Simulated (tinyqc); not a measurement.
# Off-state leakage of single and stacked transistors: what changes with what

n-channel devices of unit width. Subthreshold current I(Vg, Vs, Vd) = I0 (T/300 K)^0.5 exp[(Vg - Vs - VT(T) - gb (Vs - Vb) + dd (Vd - Vs))/(nf Vt)] (1 - exp(-(Vd - Vs)/Vt)), VT(T) = VT - cT (T - 300 K). Gate-edge tunnelling Ig (Vd/1 V) exp(ag (Vd - 1 V)), for a gate at 0 V, and band-to-band leakage Ab u exp(-Bb/u), u = Vd - Vb + 1 V, flow at a drain held at V; both are taken as independent of T. In a stack of off transistors (all gates at 0 V) the same subthreshold current passes through each.

Parameters, values chosen for the exercise; values of the order met in bulk silicon logic transistors:

| symbol | value | unit | meaning |
|---|---|---|---|
| T | 358 | K | temperature |
| V | 0.7 | V | supply voltage |
| VT | 0.37 | V | threshold at 300 K, zero drain and body bias |
| cT | 0.8 | mV/K | fall of the threshold with temperature |
| I0 | 0.25 | uA/um | current at threshold at 300 K |
| nf | 1.26 |  | slope factor |
| dd | 0.14 |  | drain-induced lowering per volt |
| gb | 0.17 |  | rise of the threshold per volt of source-body bias |
| Ig | 9e-6 | uA/um | gate-edge tunnelling current at 1 V |
| ag | 5 | 1/V | exponential slope of the gate current |
| Ab | 6 | uA/(um V) | prefactor of band-to-band leakage at the drain |
| Bb | 20 | V | its exponential voltage |
| Vb | -0.3 | V | body voltage |

Constants: q = 1.602176634e-19 C, kB = 1.380649e-23 J/K, Vt = kB T/q. Results are converted to the units shown.

Each table varies one quantity; the others keep the values above.

## Subthreshold current against the height of the stack

All n gates at 0 V, bottom source at 0 V, top drain at V; node voltages follow from equal currents.

Subthreshold current against the height of the stack:
```
n,I (nA/um),reduction factor,drain voltage of the bottom device (mV),source voltage of the top device (mV),voltage across the top device (V)
1,0.2218,1.000,700.0,0,0.7000
2,0.02063,10.75,70.47,70.47,0.6295
3,0.01017,21.80,22.99,91.45,0.6086
4,0.006708,33.06,13.68,103.8,0.5962
5,0.004994,44.42,9.730,112.6,0.5874
6,0.003974,55.81,7.545,119.3,0.5807
```

The second transistor cuts the current by a factor of 10.7, the third by a further 2.03 and the sixth by 1.26. The top device keeps 83.0 % of the supply at n = 6, while the drain voltage of the bottom one falls to 0.245 Vt.

## Leakage components against the supply voltage

Same model as above.

One transistor with Vg = Vs = 0, Vd = V; stack factor I(one)/I(two in series).

Results:
```
V (V),subthreshold (nA/um),gate edge (nA/um),band-to-band (nA/um),total (nA/um),stack factor,largest part
0.5,0.1079,3.694e-4,0.1614,0.2697,6.065,band-to-band
0.6,0.1547,7.308e-4,0.3058,0.4612,8.030,band-to-band
0.8,0.3180,0.002649,0.9209,1.242,14.51,band-to-band
0.9,0.4558,0.004913,1.487,1.948,19.72,band-to-band
1,0.6534,0.009000,2.309,2.971,26.92,band-to-band
1.1,0.9368,0.01632,3.461,4.414,36.89,band-to-band
1.2,1.343,0.02936,5.032,6.404,50.69,band-to-band
1.3,1.925,0.05244,7.119,9.096,69.79,band-to-band
1.4,2.760,0.09310,9.829,12.68,96.23,band-to-band
```

Estimate the missing row, V = 0.7 V.

Computed row:
```
V (V),subthreshold (nA/um),gate edge (nA/um),band-to-band (nA/um),total (nA/um),stack factor,largest part
0.7,0.2218,0.001406,0.5448,0.7680,10.75,band-to-band
```

With this row back in the table: As V goes from 0.5 to 1.4, the total leakage rises from 0.270 to 12.7 nA/um. The band-to-band part leads at V = 0.5 and in all other rows. The reduction by a stack of two rises from 6.06 to 96.2, for the subthreshold part alone.

Program tinyqc, `OMP_NUM_THREADS=1 python tinyqc.py 2242098 2242099 out.jsonl`; Intel Xeon 2.30GHz, shared host, one thread, about 0.03 s.
